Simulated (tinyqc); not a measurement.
What each parameter does: optical transitions of a finite quantum well.

Each carrier sees a square well of width L with its own depth V and masses m (inside), mb (outside); c = hbar^2/2m0, k = sqrt(m E/c), kappa = sqrt(mb (V - E)/c), and level n solves k L + 2 atan[(k/m)/(kappa/mb)] = n pi. The envelope is cos(kz) for odd n and sin(kz) for even n inside, joins exp(-kappa (|z| - L/2)) outside, and is normalised to 1. Excitons and band mixing are left out.

Constants: hbar^2/2m0 = 3.80998211 eV angstrom^2; hc = 1239.841984 eV nm.

Inputs chosen for the exercise (near those of a GaAs well in AlGaAs; not measured data):

| symbol | value | unit | meaning |
|---|---|---|---|
| L | 111 | angstrom | well width |
| Eg | 1.514 | eV | gap of the well |
| Vc | 0.203 | eV | conduction offset |
| Vv | 0.11 | eV | valence offset |
| me | 0.0657 | m0 | electron, well |
| meb | 0.0878 | m0 | electron, barrier |
| mh | 0.361 | m0 | heavy hole along z, well |
| mhb | 0.389 | m0 | heavy hole, barrier |
| ml | 0.0885 | m0 | light hole along z, well |
| mlb | 0.1118 | m0 | light hole, barrier |

Edge wavelength hc/(Eg + e1 + hh1), squared overlap of e1 and hh1, and the confinement energies.

Results for these values:

| case | edge (nm) | overlap^2 | e1 (meV) | hh1 (meV) |
|---|---|---|---|---|
| base | 802.3 | 0.9849 | 25.3 | 6.0 |

What happens to each result for Vv = 0.088 eV, all else kept?

Answer: edge rises from 802.3 to 802.4; overlap^2 rises from 0.9849 to 0.9893; e1 does not change at the printed digits; hh1 falls from 6.0 to 5.8.

The same for each parameter in turn:

| case | edge (nm) | overlap^2 | e1 (meV) | hh1 (meV) |
|---|---|---|---|---|
| base | 802.3 | 0.9849 | 25.3 | 6.0 |
| L = 100 angstrom | 799.6 | 0.9825 | 29.4 | 7.2 |
| Eg = 1.544 eV | 787.0 | 0.9849 | 25.3 | 6.0 |
| Vc = 0.173 eV | 802.9 | 0.9793 | 24.2 | 6.0 |
| Vv = 0.088 eV | 802.4 | 0.9893 | 25.3 | 5.8 |
| me = 0.0723 m0 | 802.9 | 0.9883 | 24.1 | 6.0 |
| mh = 0.307 m0 | 802.0 | 0.9892 | 25.3 | 6.7 |
| meb = 0.1054 m0 | 802.9 | 0.9835 | 24.2 | 6.0 |

(tinyqc, `OMP_NUM_THREADS=1 python tinyqc.py 1280471 1280472 out.jsonl`, Intel(R) Xeon(R) Processor @ 2.30GHz, 1 thread, shared host, about 0.07 s.)
